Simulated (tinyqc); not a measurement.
Charge pumping in an n-channel transistor: two steps of the calculation.

The gate is pulsed from accumulation to inversion and back. Energies E are counted from the intrinsic level; Dit(E) = D0 [1 + b (2 E/Eg)^2]. During each edge the traps near the bands emit their carriers, and those between Eh and Ee recombine once a cycle.

Inputs (values chosen for the exercise); band and dielectric values close to those of silicon: temperature T = 300 K; band gap Eg = 1.14 eV; conduction-band density of states at 300 K Nc = 2.75e19 cm^-3; valence-band density of states at 300 K Nv = 2.65e19 cm^-3; gate area A = 0.081 um^2; trap density at midgap D0 = 4e11 cm^-2 eV^-1; rise of the trap density towards the band edges b = 7.1; cross-section for electrons sn = 1.1e-16 cm^2; cross-section for holes sp = 5.1e-16 cm^2; thermal velocity at 300 K, one nominal value for electrons and holes vth = 1.1e7 cm/s; Vth - Vfb dV = 1.01 V; pulse height Va = 3.5 V; frequency f = 1.8e5 Hz; rise time tr = 94 ns; fall time tf = 94 ns.

Constants: q = 1.602176634e-19 C, kB = 1.380649e-23 J/K, Vt = kB T/q. Results are converted to the units shown.

Problem 1. Emission levels. ni = sqrt(Nc Nv) exp(-Eg/(2 Vt)), Eg in volts; emission times te = (dV/Va) tf and th = (dV/Va) tr; Ee = -Vt ln(vth sn ni te), Eh = +Vt ln(vth sp ni th).

Wanted: ni; te; th; Ee; Eh.

Solution 1.

ni = 7.1732e9 cm^-3
te = 27.126 ns
th = 27.126 ns
Ee = 0.39455 eV
Eh = -0.35489 eV

The window covers 65.7 % of the gap.

Problem 2. Pumped charge and current. Nit = integral of Dit from Eh to Ee = D0 [Ee - Eh + 4 b (Ee^3 - Eh^3)/(3 Eg^2)], Qcp = q A Nit, Icp = f Qcp.

Ee = 0.39454848 eV
Eh = -0.35489331 eV

Find: Nit; mean Dit; traps pumped a cycle; Icp.

Solution 2.

Nit = 6.0897e11 cm^-2
mean Dit = 8.1257e11 cm^-2 eV^-1
traps pumped a cycle = 493.27
Icp = 14.225 pA

Range of the model: The Fermi levels of inversion and accumulation are taken to lie beyond Ee and Eh, the flat tops to fill all traps, and no geometric current is added.

Numbers from tinyqc (`OMP_NUM_THREADS=1 python tinyqc.py 2030106 2030107 out.jsonl`; about 0.01 s on one thread of a shared Intel Xeon 2.30GHz).
